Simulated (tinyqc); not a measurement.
Deep-level transient spectroscopy (DLTS) of one majority-carrier trap: one step, computed by the program tinyqc.

A filling pulse loads the traps in a one-sided junction; under reverse bias they empty at the rate e, and the capacitance relaxes as C(t) = C_0 - dC exp(-e t). The signal is S = [C(t_2) - C(t_1)]/dC.

Task: Peak temperature and width. e = g sigma v N_b exp(-E/k_B T), v = sqrt(3 k_B T/m), N_b = 2 M (2 pi m k_B T/h^2)^(3/2), sigma = sigma_0, E = E_t - dE with the one-dimensional Poole-Frenkel lowering dE = sqrt(e^3 F/(pi eps eps_0)), F being held as an input apart from the bias (the centre is charged when empty). S(e) = exp(-e t_1) - exp(-e t_2) peaks at the rate window e_0 = ln(t_2/t_1)/(t_2 - t_1). T_p solves e(T) = e_0 (bisection between 15 and 1500 K); the half-height points solve S = S_max/2 on either side.

Inputs (values chosen for the exercise, with mass and screening modelled on GaSb):
```
quantity                    value  unit
density-of-states mass m    0.407   m_0
valleys M                       1     -
trap depth E_t              0.132    eV
cross-section sigma_0     2.7e-17  cm^2
degeneracy ratio g              1     -
gate time t_1                0.02     s
ratio t_2/t_1                   5     -
temperature T                  64     K
dielectric constant eps      16.2     -
mean field F                43000  V/cm
```

Carriers: holes. Extra term: Poole-Frenkel lowering.

rate window e_0 = 20.11797 1/s

peak height S_max = 0.5349922

Constants: k_B = 8.617333262e-05 eV/K; k_B = 1.380649e-23 J/K; m_0 = 9.1093837015e-31 kg; h = 6.62607015e-34 J s; e = 1.602176634e-19 C; eps_0 = 8.8541878128e-12 F/m.

Give: peak temperature T_p; lower half-height point; upper half-height point; full width.

Result:

peak temperature T_p = 67.74 K

lower half-height point = 62.35 K

upper half-height point = 72.51 K

full width = 10.16 K

The width is 15.0 % of T_p, and E_t is 22.6 k_B T_p.
